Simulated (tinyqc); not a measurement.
Short-channel transistor, virtual-source model with series resistance: two steps of the calculation.

The current per gate width is the charge at the top of the source barrier (the virtual source) times its velocity times a saturation function; al and be are fitting constants of the model. Units: I in uA/um, Rs in ohm um, so I Rs = 1e-6 I Rs in volts; Q in uC/cm^2, so I = 1e-4 Q vx0 Fsat with vx0 in cm/s.

Values chosen for this exercise:
```
symbol  value        unit                                                         meaning
T         300           K                                                     temperature
Cinv     1.84     uF/cm^2                                           inversion capacitance
vx0     2.6e7        cm/s                                  velocity at the virtual source
mu        340  cm^2/(V s)                                               apparent mobility
L          32          nm                                                  channel length
VT0     0.341           V                                 threshold at zero drain voltage
dl      0.106         V/V                                  drain-induced barrier lowering
n0       1.59                                                         subthreshold factor
nd       0.05         1/V                                  growth of n with drain voltage
al        3.5              threshold shift (in units of Vt) from weak to strong inversion
be        1.8                                                     sharpness of saturation
Rs        150      ohm um                               series resistance of each contact
Vgs       0.5           V                                                    gate voltage
Vds       0.5           V                                                   drain voltage
```

Constants: q = 1.602176634e-19 C, kB = 1.380649e-23 J/K, Vt = kB T/q. Results are converted to the units shown.

Question 1. Current through the series resistance. Intrinsic voltages Vg' = Vgs - I Rs, Vd' = Vds - 2 I Rs. n = n0 + nd Vd', VT = VT0 - dl Vd', Ff = 1/(1 + exp((Vg' - VT + al Vt/2)/(al Vt))), Q = Cinv n Vt ln(1 + exp((Vg' - VT + al Vt Ff)/(n Vt))), Vdsat = (vx0 L/mu)(1 - Ff) + Vt Ff, Fsat = u/(1 + u^be)^(1/be) with u = Vd'/Vdsat, and I(out) = Q vx0 Fsat per width. (Fsat takes the sign of u.) I(new) = I(out).

I at the start = 0 uA/um

Wanted: Vg'; Vd'; VT; Ff; Q; Vdsat; Fsat; I(out); I after iteration 1.

Answer 1.

Vg' = 0.5000 V
Vd' = 0.5000 V
VT = 0.2880 V
Ff = 0.05504
Q = 0.3997 uC/cm^2
Vdsat = 0.2327 V
Fsat = 0.8825
I(out) = 917.0 uA/um
I after iteration 1 = 917.0 uA/um

Question 2. What the series resistance costs. n = n0 + nd Vd', VT = VT0 - dl Vd', Ff = 1/(1 + exp((Vg' - VT + al Vt/2)/(al Vt))), Q = Cinv n Vt ln(1 + exp((Vg' - VT + al Vt Ff)/(n Vt))), Vdsat = (vx0 L/mu)(1 - Ff) + Vt Ff, Fsat = u/(1 + u^be)^(1/be) with u = Vd'/Vdsat, and I = Q vx0 Fsat per width. I0 is the current for Rs = 0. Effective velocity I/Q; transit time L Q/I.

converged I = 519.52984 uA/um
I0 = 917.03626 uA/um

Give: loss against I0; effective velocity; transit time.

Answer 2.

loss against I0 = 43.35 %
effective velocity = 2.136e7 cm/s
transit time = 0.1498 ps

The carriers leave the virtual source at 82.2 % of vx0.

Numbers from tinyqc (`OMP_NUM_THREADS=1 python tinyqc.py 2380090 2380091 out.jsonl`; about 0.01 s on one thread of a shared Intel Xeon 2.30GHz).
